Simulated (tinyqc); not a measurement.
Worked calculation: Fermi-Dirac statistics of conduction electrons. Values are carried at full precision from step to step, so a last printed digit may differ when a step is redone from the rounded ones.

Constants: hbar^2/2m0 = 3.80998211 eV angstrom^2; kB = 8.617333262e-05 eV/K; e^2/(4 pi eps0) = 14.39964547 eV angstrom.

Parameters, chosen for this exercise (near those of Si, lowest valleys alone; the results hold for these values, not for the real material):
- m = 1.0476 m0 (density-of-states mass of the conduction band)
- T = 400 K
- n = 1.5e+19 1/cm^3 (electron density)
- eps = 11.5 (static dielectric constant)
- alpha = 0.51 1/eV (non-parabolicity)

## Reduced density

N = 2 (m kB T/(4 pi c))^(3/2) with c = hbar^2/2m0, in 1/angstrom^3; times 1e24 for 1/cm^3; u = n/Nc.

kT = 0.034469 eV
Nc = 4.1426e+19 1/cm^3
u = n/Nc = 0.362091

## Reduced Fermi level by five rules

F_j(eta) = (1/Gamma(j + 1)) integral_0^infinity x^j dx/(1 + exp(x - eta)), which tends to exp(eta) for eta << 0.

With u = n/Nc: Boltzmann eta = ln u; Joyce-Dixon eta = ln u + u/sqrt(8) - 4.95009e-3 u^2 + 1.48386e-4 u^3 - 4.42563e-6 u^4; Nilsson eta = ln u/(1 - u^2) + v/(1 + (0.24 + 1.08 v)^-2) with v = (3 sqrt(pi) u/4)^(2/3); fully degenerate limit eta = v; exact: F_1/2(eta) = u.

Find eta = (EF - Ec)/kT by each rule.

eta: Boltzmann -1.016, Joyce-Dixon -0.888, Nilsson -0.893, degenerate 0.614, exact -0.888

Against the exact value the errors are Boltzmann -0.127, Joyce-Dixon 0.000, Nilsson -0.005, degenerate limit +1.503 (in kT).

## Exact eta by Newton steps

Solve ln F_1/2(eta) = ln u from the Boltzmann value; dF_1/2/d eta = F_-1/2, so the step is -ln(F_1/2/u) F_1/2/F_-1/2. Stop below 1e-9.

Newton steps:
```
step        eta     F_1/2    F_-1/2  step taken
1     -1.015859  0.323162  0.290290       0.127
2     -0.889237  0.361849  0.321170    0.000754
3     -0.888483  0.362091  0.321361    2.81e-08
4     -0.888483  0.362091  0.321361   -2.50e-16
```

Converged in 4 steps.

## Mean energy, Einstein relation and screening

eta = -0.88848

Mean kinetic energy <E> = (3/2) kT F_3/2/F_1/2; D/mu = (kT/e) F_1/2/F_-1/2; dn/dEF = (Nc/kT) F_-1/2; screening length L = (4 pi (e^2/(4 pi eps0)) (dn/dEF)/eps)^(-1/2), with dn/dEF in 1/(angstrom^3 eV) (1/cm^3 = 1e-24/angstrom^3).

F_-1/2, F_1/2, F_3/2: [0.3214, 0.3621, 0.3851]

<E> = 54.99 meV
D/mu = 38.84 mV
dn/dEF = 3.862e+20 1/(cm^3 eV)
L = 12.83 angstrom

EF lies within 2 kT of the edge. D/mu is 1.127 times kT/e and <E> is 1.064 times (3/2) kT; the Debye formula, with n/kT in place of dn/dEF, would give L = 12.08 angstrom.

## Fermi level in the non-parabolic band

Non-parabolic band E (1 + alpha E) = c k^2/m: n = Nc (2/sqrt(pi)) integral_0^infinity sqrt(x (1 + a x)) (1 + 2 a x) dx/(1 + exp(x - eta)) with a = alpha kT and eta = (EF - Ec)/kT; a = 0 gives n = Nc F_1/2(eta).

Solve for eta at the same n.

a = 0.01758
eta = -0.965
EF - Ec = -33.28 meV

The extra states lower EF by 2.65 meV against the parabolic band.

## Checks

- Non-parabolic integral at a = 0 against F_1/2(2): both 2.823721.
- F_1/2(40) against the Sommerfeld form (4/(3 sqrt(pi))) eta^(3/2) (1 + pi^2/(8 eta^2)): both 190.45.

tinyqc: `OMP_NUM_THREADS=1 python tinyqc.py 1680791 1680792 out.jsonl`; about 0.01 s, one thread, shared Intel(R) Xeon(R) Processor @ 2.30GHz.
